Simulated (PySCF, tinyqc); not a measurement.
Worked calculation: G0W0 on RHF in the sto-3g basis, for H3+, spin multiplicity 1. The lowest restricted solution is unstable here: a spin-polarised one lies 0.0010 hartree lower (PySCF). Computed by tinyqc, a small Python program that keeps every step (integrals from PySCF). Settings: charge = 1, multiplicity = 1, basis = sto-3g, method = RHF, energy threshold = 1e-10, iteration cap = 57, orthogonalisation = symmetric, start = atomic densities, DIIS depth = 6. Command: `OMP_NUM_THREADS=1 python tinyqc.py 28695 28696 out.jsonl` (the two numbers bound the seeds that draw the settings). One thread of a shared host (Intel(R) Xeon(R) Processor @ 2.60GHz), about 0.05 s of CPU time with the checks. The early iterations of the SCF are left out here.

## One-electron integrals

Geometry (angstrom):
```
atom         x         y          z
H     0.000000  0.000000   0.000000
H     0.000000  0.000000   1.178000
H     0.000000  1.058000  -0.517000
```

Basis sto-3g: exponents (1/bohr^2) and contraction coefficients of normalised primitives:
```
element  l (shell)  exponent  coefficient
H            s (1)  3.425251     0.154329
H            s (1)  0.623914     0.535328
H            s (1)  0.168855     0.444635
```

Overlap, kinetic and nuclear-attraction integrals over the contracted functions; the nuclear repulsion is the sum of Za Zb / Rab.

nuclear repulsion = 1.16344095 hartree

overlap S, order 1H 1s, 2H 1s, 3H 1s:
```
[[1.000000, 0.398205, 0.398430],
 [0.398205, 1.000000, 0.119589],
 [0.398430, 0.119589, 1.000000]]
```

kinetic energy T (hartree), order 1H 1s, 2H 1s, 3H 1s:
```
[[0.760032, 0.057848, 0.057951],
 [0.057848, 0.760032, -0.010087],
 [0.057951, -0.010087, 0.760032]]
```

nuclear attraction V (hartree), order 1H 1s, 2H 1s, 3H 1s:
```
[[-2.111524, -0.725376, -0.725874],
 [-0.725376, -1.933733, -0.200889],
 [-0.725874, -0.200889, -1.933886]]
```

core Hamiltonian H = T + V (hartree), order 1H 1s, 2H 1s, 3H 1s:
```
[[-1.351493, -0.667528, -0.667923],
 [-0.667528, -1.173701, -0.210976],
 [-0.667923, -0.210976, -1.173854]]
```

## Two-electron integrals

Functions are numbered as in S; the eight-fold symmetry (ij|kl) = (ji|kl) = (kl|ij) leaves the list below.

Two-electron integrals (ij|kl) in chemists' order, unique and non-zero (hartree):
```
(11|11) 0.774606   (21|11) 0.234877   (21|21) 0.097118   (22|11) 0.424000
(22|21) 0.234877   (22|22) 0.774606   (31|11) 0.235041   (31|21) 0.072275
(31|22) 0.134963   (31|31) 0.097238   (32|11) 0.061614   (32|21) 0.024118
(32|22) 0.056051   (32|31) 0.024131   (32|32) 0.007377   (33|11) 0.424123
(33|21) 0.134907   (33|22) 0.263940   (33|31) 0.235041   (33|32) 0.056051
(33|33) 0.774606
```

## Orthogonalisation

S = U s U^T; symmetric (Loewdin) form X = U s^(-1/2) U^T, so that X^T S X = 1.

eigenvalues of S: [0.493324, 0.880411, 1.626265]

X, order 1H 1s, 2H 1s, 3H 1s:
```
[[1.137711, -0.224790, -0.224943],
 [-0.224790, 1.067933, 0.002222],
 [-0.224943, 0.002222, 1.068020]]
```

## Iteration 9 (converged): orbitals

converged F (hartree), order 1H 1s, 2H 1s, 3H 1s:
```
[[-0.660741, -0.525571, -0.525823],
 [-0.525571, -0.515378, -0.241745],
 [-0.525823, -0.241745, -0.515453]]
```

Diagonalise F' = X^T F X, C = X C', fill 1 alpha and 1 beta electrons from the bottom; D = 2 C_occ C_occ^T. Each column has its largest component positive (the first on a tie).

F' = X^T F X (hartree):
```
[[-0.393863, -0.341888, -0.342090],
 [-0.341888, -0.369453, -0.058565],
 [-0.342090, -0.058565, -0.369366]]
```

orbital energies (hartree): [-0.894865, -0.310844, 0.073027]

coefficients C, order 1H 1s, 2H 1s, 3H 1s:
```
[[0.561385, -0.000187, 1.039405],
 [0.388213, 0.753856, -0.687030],
 [0.388326, -0.753350, -0.687705]]
```

D after iteration 9, order 1H 1s, 2H 1s, 3H 1s:
```
[[0.630307, 0.435874, 0.436001],
 [0.435874, 0.301419, 0.301506],
 [0.436001, 0.301506, 0.301594]]
```

## Convergence

Stop when the energy changes by less than 1e-10 hartree and every element of the error matrix X^T (F D S - S D F) X is below 3e-06.

Course of the cycle:
```
iteration  E (hartree)     change  largest element of the error matrix
1          -0.64972011          -                             3.35e-02
2          -1.15653765  -5.07e-01                             2.08e-02
3          -1.15695788  -4.20e-04                             8.30e-03
4          -1.15703612  -7.82e-05                             1.04e-03
5          -1.15703732  -1.20e-06                             2.19e-04
6          -1.15703736  -3.80e-08                             1.22e-04
7          -1.15703736  -8.69e-09                             8.62e-05
8          -1.15703737  -8.57e-09                             2.62e-09
9          -1.15703737  -8.88e-16                             4.65e-09
```

PySCF RHF in the same basis = -1.15703737 hartree

Converged in 9 iterations.

## Integrals over molecular orbitals

(pq|rs) = sum C_ip C_jq C_kr C_ls (ij|kl), one index at a time.

one-electron integrals over orbitals h = C^T H C (hartree):
```
[[-1.425613, 0.000071, -0.073095],
 [0.000071, -1.093583, -0.000038],
 [-0.073095, -0.000038, -0.860387]]
```

Two-electron integrals over orbitals (pq|rs), unique and non-zero (hartree):
```
(11|11) 0.530748    (21|11) -0.000071   (21|21) 0.145883    (22|11) 0.464311
(22|21) 0.000133    (22|22) 0.534815    (31|11) 0.073095    (31|21) 0.000018
(31|22) -0.063666   (31|31) 0.145100    (32|11) 0.000028    (32|21) -0.136286
(32|22) -0.000110   (32|31) -0.000087   (32|32) 0.142270    (33|11) 0.539257
(33|21) -0.000135   (33|22) 0.472154    (33|31) 0.088376    (33|32) 0.000090
(33|33) 0.578027
```

## Screening: direct RPA

With D = e_a - e_i and K = (ia|jb): diagonalise D^(1/2) (D + 4K) D^(1/2) = Z w^2 Z^T; X + Y = D^(1/2) Z w^(-1/2), each column of Z with its largest component positive (the first on a tie); E_c = (sum w - tr (D + 2K)) / 2.

D^(1/2) (D + 4K) D^(1/2) (hartree^2), order 1>2, 1>3:
```
[[0.681875, 0.000054],
 [0.000054, 1.498581]]
```

excitation energies w (hartree): [0.825757, 1.224166]

X + Y, order 1>2, 1>3:
```
[[0.840985, 0.000046],
 [-0.000072, 0.889188]]
```

RPA correlation energy = -0.04197830 hartree

## G0W0 on Hartree-Fock: HOMO

W(p,q,m) = sqrt2 sum_ia (pq|ia) (X+Y)_ia,m; Sigma_c(x) = sum_(i,m) W^2/(x - e_i + w_m) + sum_(a,m) W^2/(x - e_a - w_m); solve x = e_p + Sigma_c(x) by Newton steps; Z = 1/(1 - dSigma/dx); 1 hartree = 27.211386 eV.

The 12 largest terms at x = e_p (hartree; W for the signs of X + Y given):
```
q  m          W       term
2  1   0.173503  -0.021353
3  2   0.182464  -0.015188
1  2   0.091917   0.006902
1  1  -0.000092   1.03e-08
2  2   0.000032  -5.77e-10
3  1   0.000007  -2.52e-11
```

Newton steps (hartree):
```
step          x  Sigma_c(x)         Z
0     -0.894865   -0.029640  0.973034
1     -0.923706   -0.028848  0.973512
2     -0.923713   -0.028848  0.973512
```

quasiparticle energy of the HOMO = -25.135507 eV

Hartree-Fock value = -24.350526 eV

## G0W0 on Hartree-Fock: LUMO

As before.

The 12 largest terms at x = e_p (hartree; W for the signs of X + Y given):
```
q  m          W       term
3  1  -0.162090  -0.021720
1  1   0.173503   0.021353
2  2  -0.080060  -0.005236
2  1   0.000165  -3.30e-08
3  2  -0.000118  -8.62e-09
1  2   0.000032   5.77e-10
```

Newton steps (hartree):
```
step          x  Sigma_c(x)         Z
0     -0.310844   -0.005603  0.963967
1     -0.316245   -0.005401  0.964042
2     -0.316245   -0.005401  0.964042
```

quasiparticle energy of the LUMO = -8.605474 eV

Hartree-Fock value = -8.458503 eV
